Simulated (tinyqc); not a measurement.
Lateral field, substrate current, probability of reaching the oxide barrier and hot-carrier lifetime of a silicon transistor (pseudo-two-dimensional and lucky-electron models). From I_sub/I_D back to ionisation field B_i. Computed by tinyqc, a small Python program. Command: `OMP_NUM_THREADS=1 python tinyqc.py 3023214 3023215 out.jsonl hotcar inv`. One thread of a shared host (Intel(R) Xeon(R) Processor @ 2.30GHz), about 0.01 s of CPU time with the checks.

Local-field models: a lucky carrier gains its energy at the peak field over a path free of collisions. Voltages are magnitudes.

Inputs (values chosen for the exercise, modelled on a silicon n-channel):
```
quantity                             value                      unit
channel length L                      1200                        nm
oxide thickness t                       27                        nm
junction depth x_j                     270                        nm
mobility mu                            400                cm^2/(V s)
saturation velocity v_s               0.82                  1e7 cm/s
threshold voltage V_T                 0.53                         V
gate voltage V_G                       2.7                         V
drain voltage V_D                      4.8                         V
ionisation prefactor A_i           1.8e+06                      1/cm
hot-carrier mean free path lambda      7.8                        nm
oxide barrier phi_b                    3.1                        eV
interface-trap threshold phi_it        3.8                        eV
lifetime constant H                    300  s microampere/micrometre
```

Drain: abrupt.

Constants: eps_0 = 8.8541878128e-12 F/m.

Method:
- C_ox = 3.9 eps_0/t; F_sat = 2 v_s/mu; V_Dsat = V_ov F_sat L/(V_ov + F_sat L), V_ov = V_G - V_T; I_D/W = C_ox v_s (V_ov - V_Dsat).
- Scale length l = 0.22 t^(1/3) x_j^(1/2) (all in cm); F_m = sqrt(((V_D - V_Dsat)/l_e)^2 + F_sat^2), with l_e = l; length of the velocity-saturated region l_e ln((V_D - V_Dsat)/(l_e F_sat) + F_m/F_sat).
- Substrate current I_sub/I_D = (A_i/B_i)(V_D - V_Dsat) exp(-B_i/F_m); probability of reaching the oxide barrier exp(-phi_b/(e lambda F_m)); lifetime tau = (H/(I_D/W)) exp(phi_it/(e lambda F_m)).

Question. A run gave the result below. Find the ionisation field B_i, known to lie between 1.4 and 2.2 MV/cm.

I_sub/I_D = 0.0006456076

Answer.

Each step takes the trial c = (a f_b - b f_a)/(f_b - f_a), f being the result less the target and a, b, c the logarithms of the listed values; c replaces end b, the old b replaces a if the sign of f changed, and otherwise f_a is halved.

Scan of the range:
```
ionisation field B_i (MV/cm)   I_sub/I_D
1.40                          0.00555715
1.51                          0.00305884
1.63                          0.00160441
1.75                          0.00084612
1.89                          0.00040346
2.04                          0.00018359
2.20                          0.00007974
```

False position (Illinois rule, in the logarithm of the input) inside the bracket:
```
step    end a    end b    trial    I_sub/I_D
1     1.75000  1.89000  1.81208  6.08817e-04
2     1.75000  1.81208  1.79520  6.65732e-04
3     1.81208  1.79520  1.80115  6.45079e-04
4     1.79520  1.80115  1.80100  6.45600e-04
5     1.79520  1.80100  1.80100  6.45615e-04
6     1.80100  1.80100  1.80100  6.45608e-04
```

I_sub/I_D falls at every point of a 13-point scan of the range (every second point is shown), so one value fits; it is bracketed by 1.75 and 1.89. Answer: ionisation field B_i = 1.801 MV/cm.
